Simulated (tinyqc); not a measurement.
# From one set of inputs to another, one input at a time

Model: concentration-dependent dopant diffusion with charged defects and the built-in field. Computed by tinyqc, a small Python program. Command: `OMP_NUM_THREADS=1 python tinyqc.py 3029536 3029537 out.jsonl extrinsic ladder`. One thread of a shared host (Intel(R) Xeon(R) Processor @ 2.30GHz), about 0.6 s of CPU time with the checks.

A constant source C_s feeds a half space. The dopant moves through neutral point defects and through charged ones, whose number grows with the majority carrier density n.

The inputs printed are set A. Inputs not listed in the table keep their values of set A, so the rows need not describe a real material.

Inputs (values chosen for the exercise, modelled on phosphorus in silicon):

| quantity | value | unit |
|---|---|---|
| neutral prefactor D0x | 4.25 | cm^2/s |
| neutral activation energy E0 | 3.66 | eV |
| singly charged prefactor D01 | 4.22 | cm^2/s |
| activation energy E1 | 4 | eV |
| doubly charged prefactor D02 | 40.4 | cm^2/s |
| activation energy E2 | 4.37 | eV |
| surface concentration C_s | 1.4e+20 | 1/cm^3 |
| junction level C_B | 4.8e+15 | 1/cm^3 |
| temperature T | 950 | C |
| time t | 52 | s |

Field enhancement: off.

Constants: k_B = 8.617333262e-05 eV/K.

Method:
- n_i = 3.87e16 T^1.5 exp(-7014/T) per cm^3 (T in kelvin, an empirical form); each D = prefactor x exp(-E/(k_B T)); the intrinsic diffusivity D_i is their sum.
- Temperatures in kelvin are T(C) + 273.15.
- n = C/2 + sqrt(C^2/4 + n_i^2); D(C) = h [Dx + D1 (n/n_i) + D2 (n/n_i)^2], h = 1.
- With y = x/sqrt(D_s t), u = C/C_s and q = -(D/D_s) du/dy: du/dy = -q D_s/D, dq/dy = -(y/2) q D_s/D, u(0) = 1. The surface flux q(0) is shot so that u tends to 0 (LSODA, an adaptive multistep solver, relative tolerance 1e-10). Dose Q = 2 q(0) C_s sqrt(D_s t).
- The junction lies where C = C_B.

Each row keeps all changes above it:

| input moved | from | to | junction depth x_j (nm) | enhancement D_s/D_i | junction in units of sqrt(D_s t) |
|---|---|---|---|---|---|
| set A | - | - | 30.1 | 9.31 | 2.246 |
| time t (s) | 52 | 2600 | 212.8 | 9.31 | 2.246 |
| singly charged prefactor D01 (cm^2/s) | 4.22 | 4.06 | 212.5 | 9.28 | 2.247 |
| temperature T (C) | 950 | 850 | 49.7 | 17.03 | 1.832 |
| surface concentration C_s (1/cm^3) | 1.4e+20 | 3e+18 | 29.4 | 1.03 | 4.408 |
| junction level C_B (1/cm^3) | 4.8e+15 | 2.9e+16 | 24.1 | 1.03 | 3.617 |
| neutral prefactor D0x (cm^2/s) and neutral activation energy E0 (eV) | 4.25, 3.66 | 4.03, 3.64 | 26.0 | 1.02 | 3.623 |

Which inputs carry the difference?

Junction depth x_j goes from 30.1 to 26.0, a factor 0.862 in all. The largest single move comes from time t (a factor 7.07), but it runs against the net change; the largest move in the direction of the net change is temperature T (a factor 0.234). Enhancement D_s/D_i goes from 9.31 to 1.02, a factor 0.110 in all. The largest single move comes from surface concentration C_s (a factor 0.0604), and temperature T works against it (a factor 1.84). Junction in units of sqrt(D_s t) goes from 2.25 to 3.62, a factor 1.61 in all. The largest single move comes from surface concentration C_s (a factor 2.41), and temperature T works against it (a factor 0.815). The single moves hold for this order of the switches; the total does not depend on the order.

Caution (all rows): the built-in field is switched off although C_s exceeds n_i; with it D_s would be larger by the factor 1 + C_s/sqrt(C_s^2 + 4 n_i^2). Caution (rows set A, time t, singly charged prefactor D01, temperature T): at such concentrations dopants can cluster or exceed their solubility; the active fraction and the diffusivity then fall below the model. Caution (rows set A, time t, singly charged prefactor D01, temperature T): heavily doped phosphorus shows a kink and a deep tail, which this model leaves out.

Extremes, crossings and ranges named in words are read from the listed rows.
